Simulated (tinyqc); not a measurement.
Temperature and isotope dependence of a band gap in oscillator models: sweeps and comparisons. A value that a table varies takes the place of the one given here.

E(T) = E0 - sum_i sl_i th_i n_i(T), n = 1/(exp(th/T) - 1). The same coupling lowers the gap at 0 K by the zero-point term ZP = sum_i sl_i th_i/2, so the gap of the static lattice is E0 + ZP. Thermal expansion is taken as part of the slopes.

Two-parameter forms are made to pass through the falls at the two temperatures T12: Varshni aV T^2/(T + bV), from the line T^2/fall = (T + bV)/aV; one oscillator s1 t1/(exp(t1/T) - 1), with t1 from the ratio of the falls.

Constants: kB = 8.617333262e-05 eV/K; hbar^2/2m0 = 3.80998211 eV angstrom^2.

Inputs chosen for the exercise (near those of Si; shifted at random, so the results belong to these values and not to a real crystal):
- E0 = 1.169 eV (gap at 0 K)
- th = (146, 471) K (temperatures of two oscillators)
- sl = (0.1239, 0.2021) meV/K (their high-temperature slopes)
- T12 = (200, 450) K (temperatures of the fits)
- mm = 1 m0 (geometric mean of the density-of-states masses)
- T = 600 K (temperature)

## How far the fits carry

Falls of the gap from E0, and errors of the two fits against the model.

Results:

| T (K) | fall (meV) | Varshni - model (meV) | one oscillator - model (meV) | fall/ZP |
|---|---|---|---|---|
| 20 | 0.01 | 0.35 | -0.01 | 0.000 |
| 50 | 1.04 | 1.12 | -0.81 | 0.018 |
| 100 | 6.34 | 1.55 | -1.47 | 0.112 |
| 200 | 26.81 | 0.00 | 0.00 | 0.473 |
| 300 | 53.86 | -1.41 | 0.53 | 0.951 |
| 400 | 83.44 | -0.95 | 0.29 | 1.473 |
| 600 | 145.49 | 5.31 | -1.23 | 2.569 |
| 800 | 209.08 | 16.69 | -3.34 | 3.691 |

What does this show, and why?

Below the first fit point the largest errors are +1.55 meV (Varshni, 100 K, on a fall of 6.34 meV) and -1.47 meV (one oscillator, 100 K); a T^2 law cannot freeze out; a single oscillator misses the soft modes. At 800 K, beyond the second fit point, they are +16.7 and -3.3 meV, so the oscillator extrapolates better here. The thermal fall equals ZP between 300 and 400 K.

## What the shift does to the intrinsic density

ni = 2 (mm kT/(4 pi c))^(3/2) exp(-E/2kT), c = hbar^2/2m0, with E(T) and with E0; 1 angstrom^-3 = 1e24 cm^-3. Apparent gap from an Arrhenius plot of ni/T^(3/2): E(T) - T dE/dT, dE/dT = -sum sl_i (th_i/T)^2 n_i (1 + n_i).

Results:

| T (K) | E(T) (eV) | ni (cm^-3) | ni with E(T) / ni with E0 | apparent gap (eV) |
|---|---|---|---|---|
| 200 | 1.1422 | 5.55e+04 | 2.176 | 1.1919 |
| 250 | 1.1291 | 7.94e+07 | 2.522 | 1.1971 |
| 300 | 1.1151 | 1.08e+10 | 2.834 | 1.2012 |
| 350 | 1.1005 | 3.77e+11 | 3.111 | 1.2042 |
| 400 | 1.0856 | 5.60e+12 | 3.355 | 1.2067 |
| 500 | 1.0548 | 2.61e+14 | 3.762 | 1.2102 |
| 700 | 0.9918 | 2.41e+16 | 4.343 | 1.2145 |

How do the results move?

Using E0 in place of E(T) understates ni by a factor that rises from 2.18 to 4.34, towards exp(sum sl/2kB) = 6.6. The slope of an Arrhenius plot returns neither E(T) nor E0 but the intercept of the tangent, 1.2012 eV at 300 K, which lies 32 meV above E0 and tends to the static gap 1.2256 eV.

## What each parameter does

Gap at T, slope -sum sl_i (th_i/T)^2 n_i (1 + n_i) and ZP. Each row changes one parameter from the base and keeps the others.

Results:

| case | E(T) (eV) | dE/dT (meV/K) | ZP (meV) |
|---|---|---|---|
| base | 1.0235 | -0.3153 | 56.64 |
| T = 640 K | 1.0109 | -0.3166 | 56.64 |
| E0 = 1.179 eV | 1.0335 | -0.3153 | 56.64 |
| th = (146, 565) K | 1.0303 | -0.3111 | 66.14 |
| sl = (0.1611, 0.2021) meV/K | 1.0038 | -0.3523 | 59.35 |

What does this show?

The largest shifts from the base row, up to three for each result and ties (the steps differ in size, so this ranks the rows, not the parameters). E(T) (eV): sl -0.0197, T -0.0126, E0 +0.0100. dE/dT (meV/K): sl -0.0370, th +0.0042, T -0.0013; unchanged at the printed digits by E0. ZP (meV): th +9.50, sl +2.72; unchanged at the printed digits by T and E0.

(tinyqc, `OMP_NUM_THREADS=1 python tinyqc.py 1881060 1881061 out.jsonl`, Intel(R) Xeon(R) Processor @ 2.30GHz, 1 thread, shared host, about 0.01 s.)
